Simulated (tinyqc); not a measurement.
Worked calculation: ellipsoidal valleys in the axes of a wafer and a channel. Values are carried at full precision from step to step, so a last printed digit may differ when a step is redone from the rounded ones.

Valleys with axes a along x, y and z, two valleys each; inverse mass tensor w = 1/mt + (1/ml - 1/mt) a a. Device axes: z = nz/|nz|, x = nx/|nx|, y = z cross x; in them a = (ax, ay, az). Confinement mass mz = 1/w_zz. In the plane w_ij is replaced by u_ij = w_ij - w_iz w_jz/w_zz (i, j = x, y); density-of-states mass md = 1/sqrt(det u); conductivity mass along x mc = 1/u_xx; ballistic transport mass mx = u_yy/det u, width mass my = 1/u_yy.

Constants: hbar^2/2m0 = 3.80998211 eV angstrom^2; kB = 8.617333262e-05 eV/K.

Inputs chosen for the exercise (near those of the Delta valleys of Si; not measured data): ml = 0.891 m0 (longitudinal mass); mt = 0.183 m0 (transverse mass); nz = (1, 1, 3) (surface normal (confinement)); nx = (1, -1, 0) (channel direction); t = 6.1 nm (thickness of the film); T = 300 K (temperature).

## Device axes and valley axes

Give the rows x, y, z in cubic components and each valley axis in device components.

device axes:
```
    [100]    [010]    [001]
x  0.7071  -0.7071   0.0000
y  0.6396   0.6396  -0.4264
z  0.3015   0.3015   0.9045
```

valley axes:
```
        ax       ay      az
x   0.7071   0.6396  0.3015
y  -0.7071   0.6396  0.3015
z   0.0000  -0.4264  0.9045
```

## Tensors of the valley z

Form w and the reduced tensor u.

w (1/m0):
```
        x       y       z
x  5.4645  0.0000  0.0000
y  0.0000  4.6750  1.6747
z  0.0000  1.6747  1.9118
```

u (1/m0):
```
        x       y
x  5.4645  0.0000
y  0.0000  3.2079
```

The axis is tilted against the normal, so w_xz or w_yz is not zero and the reduction changes the masses in the plane.

## Masses of all valleys

Give mz, md, mc, mx and my.

Masses (m0):
```
valley      mz      md      mc      mx      my
x       0.1972  0.3889  0.3201  0.5370  0.2817
y       0.1972  0.3889  0.3201  0.5370  0.2817
z       0.5231  0.2388  0.1830  0.1830  0.3117
```

mz md^2 = ml mt^2 = 0.02984 for every valley, so a heavy confinement mass comes with a small density of states. The heaviest mz is 0.523, for z.

## Subbands and shares in a film

Hard walls: E_n = c (n pi/t)^2/mz, c = hbar^2/2m0, n = 1, 2, 3. Non-degenerate share of a valley proportional to md sum_n exp(-E_n/kT); mean 1/mc = sum of share/mc. 1 nm = 10 angstrom.

Give the ladders, the shares and the mean conductivity mass.

Subbands:
```
valley  E1 (meV)  E2 (meV)  E3 (meV)  share
x           51.2     204.9     461.1  0.231
y           51.2     204.9     461.1  0.231
z           19.3      77.3     173.9  0.539
```

mean mc = 0.2281 m0

The lowest ladder (z) holds 54 % of the electrons in these valleys, the next starts 32 meV higher.

## Checks

- mz md^2 against ml mt^2: they agree to 1e-10 or better.
- mx my against md^2: they agree to 1e-10 or better.

tinyqc: `OMP_NUM_THREADS=1 python tinyqc.py 1850311 1850312 out.jsonl`; about 0.01 s, one thread, shared Intel(R) Xeon(R) Processor @ 2.30GHz.
